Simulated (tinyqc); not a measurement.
# MOS capacitor on a p-type substrate, surface potential from the exact charge relation: what changes with what

Uniform p-type substrate, Boltzmann statistics, full ionisation, classical densities. psi is the surface potential against the body (positive when the bands bend down) and u = psi/Vt. Traps are spread evenly over the gap and neutral at flat band, so their charge is -q Dit psi; the minority quasi-Fermi level is shifted by Vb.

Values chosen for this exercise; band and dielectric values those of a made-up semiconductor:
```
symbol    value         unit                                                                 meaning
T           293            K                                                             temperature
Eg         1.09           eV                                                                band gap
eps_r      11.7                                                                relative permittivity
Nc      3.12e19        cm^-3                                  conduction-band density of states at T
Nv      2.94e19        cm^-3                                     valence-band density of states at T
chi        5.17           eV                                                       electron affinity
N        1.9e16        cm^-3                                       acceptor density of the substrate
eox         3.9               relative permittivity of the gate insulator (close to silicon dioxide)
tox         6.7           nm                                                     insulator thickness
phiM       5.45           eV                                                      gate work function
Nf       1.1e10        cm^-2                            fixed charge at the interface, in units of q
Dit        3e10  cm^-2 eV^-1                                              density of interface traps
Vb            0            V                    reverse bias of the inversion layer against the body
```

Constants: q = 1.602176634e-19 C, kB = 1.380649e-23 J/K, Vt = kB T/q, eps0 = 8.8541878128e-14 F/cm where lengths are in cm. Results are converted to the units shown.

Each table varies one quantity; the others keep the values above.

## Capacitance-voltage curves

ni = sqrt(Nc Nv) exp(-Eg/(2 Vt)), Eg in volts; phiF = Vt ln(N/ni); Cox = eps0 eox/tox; Vfb = phiM - chi - (Eg - Vt ln(Nv/N)) - q Nf/Cox; Q0 = sqrt(2 eps0 eps_r q N Vt); r = (ni/N)^2 exp(-Vb/Vt); VT = Vfb + [(2 phiF + Vb)(1 + q Dit/Cox) + sqrt(2 eps0 eps_r q N (2 phiF + Vb))/Cox]. u = psi/Vt; F^2 = exp(-u) + u - 1 + r (exp(u) - u - 1); Qs = -sign(u) Q0 F; Cs = -dQs/dpsi = (Q0/Vt) |1 - exp(-u) + r (exp(u) - 1)|/(2 F). psi solves Vg = Vfb + psi + (q Dit psi - Qs)/Cox. Low frequency: 1/C_LF = 1/Cox + 1/(Cs + q Dit). High frequency, in the simple estimate in which traps and minority carriers do not follow: 1/C_HF = 1/Cox + 1/Cd, Cd being Cs with r = 0 at the same psi. Deep depletion: r = 0 and Dit = 0 both in the equation for psi and in Cs. Minority sheet density N_inv = (Q0/(2 q)) int_0^u r (exp(t) - 1)/F(t) dt for u > 0. N_inv under 1 cm^-2 is printed as 0. Regimes: accumulation when majority carriers gather, then depletion up to |psi| = phiF + Vb, weak inversion up to 2 phiF + Vb, strong inversion beyond.

Capacitance-voltage curves:
```
Vg (V)	psi (V)	C_LF/Cox	C_HF/Cox	C_deep/Cox	N_inv (cm^-2)	regime
-1.37	-0.1602	0.9208	0.9208	0.9209	0	accumulation
-1.13	-0.1370	0.8808	0.8807	0.8810	0	accumulation
-0.88	-0.09606	0.7712	0.7707	0.7714	0	accumulation
-0.64	-0.006953	0.4326	0.4296	0.4297	0	accumulation
-0.4	0.1682	0.1755	0.1691	0.1685	6.544	depletion
-0.16	0.3736	0.1227	0.1155	0.1150	1.333e4	weak inversion
0.09	0.5960	0.1008	0.09254	0.09217	6.857e7	weak inversion
0.33	0.7861	0.5385	0.08116	0.07952	9.865e10	strong inversion
0.57	0.8465	0.8513	0.07836	0.07097	6.642e11	strong inversion
0.81	0.8736	0.9117	0.07719	0.06469	1.346e12	strong inversion
```

C_LF/Cox is lowest, 0.101, at Vg = 0.09 V (weak inversion) among the rows listed and is 0.912 in the last row, where C_HF/Cox is 0.0772 and the deep-depletion value 0.0647. Vfb = -0.628 V, where C_HF/Cox = 0.407 (Cox in series with eps0 eps_r/LD), and VT = 0.227 V. Over the last two rows psi moves by only 0.11 V a volt of gate bias, since the inversion charge screens the body. In strong accumulation and inversion degeneracy and confinement, left out here, lower the capacitance.

## Effect of the reverse bias of the inversion layer against the body on threshold and swing

ni = sqrt(Nc Nv) exp(-Eg/(2 Vt)), Eg in volts; phiF = Vt ln(N/ni); Cox = eps0 eox/tox; Vfb = phiM - chi - (Eg - Vt ln(Nv/N)) - q Nf/Cox; VT = Vfb + [(2 phiF + Vb)(1 + q Dit/Cox) + sqrt(2 eps0 eps_r q N (2 phiF + Vb))/Cox]. gamma = sqrt(2 eps0 eps_r q N)/Cox; Wm = sqrt(2 eps0 eps_r (2 phiF + Vb)/(q N)); m = 1 + (eps0 eps_r/Wm + q Dit)/Cox; swing m Vt ln 10; Cmin/Cox = 1/(1 + Cox Wm/(eps0 eps_r)).

In this table Dit = 0 cm^-2 eV^-1.

The same in every row: Vfb (V) = -0.62798; 2 phiF (V) = 0.71763; gamma (V^0.5) = 0.15409.

Effect of the reverse bias of the inversion layer against the body on threshold and swing:
```
Vb (V)	VT (V)	Wm (nm)	m	swing (mV/decade)	Cmin/Cox
0	0.22018	221.00	1.0909	63.425	0.083366
0.4	0.65255	275.80	1.0729	62.374	0.067928
0.8	1.0795	321.39	1.0625	61.773	0.058860
1.2	1.5030	361.27	1.0556	61.372	0.052705
1.6	1.9242	397.17	1.0506	61.080	0.048171
2	2.3437	430.08	1.0467	60.855	0.044649
2.4	2.7617	460.64	1.0436	60.674	0.041810
2.8	3.1786	489.30	1.0411	60.526	0.039458
```

As Vb goes from 0 to 2.8, VT rises from 0.220 to 3.18 V, the swing falls from 63.4 to 60.5 mV/decade and Cmin/Cox falls from 0.0834 to 0.0395. Vfb does not move. The slope |dVT/dVb| between the first two rows is 1.08, close to m (VT is counted against the body; against the source it is m - 1).

## Effect of the fixed charge at the interface on threshold and swing

Same model as above.

The same in every row: 2 phiF (V) = 0.7176; gamma (V^0.5) = 0.1541; Wm (nm) = 221.0; m = 1.100; swing (mV/decade) = 63.97; Cmin/Cox = 0.08337.

Effect of the fixed charge at the interface on threshold and swing:
```
Nf (cm^-2)	Vfb (V)	VT (V)
-4e11	-0.5002	0.3546
-2e11	-0.5624	0.2925
0	-0.6246	0.2303
2e11	-0.6867	0.1681
4e11	-0.7489	0.1059
6e11	-0.8111	0.04377
8e11	-0.8733	-0.01840
```

As Nf goes from -4e11 to 8e11, VT falls from 0.355 to -0.0184 V, the swing stays at 64.0 mV/decade and Cmin/Cox stays at 0.0834. The whole change of VT is that of Vfb: the curve shifts rigidly.

Program tinyqc, `OMP_NUM_THREADS=1 python tinyqc.py 2060006 2060007 out.jsonl`; Intel Xeon 2.30GHz, shared host, one thread, about 0.01 s.
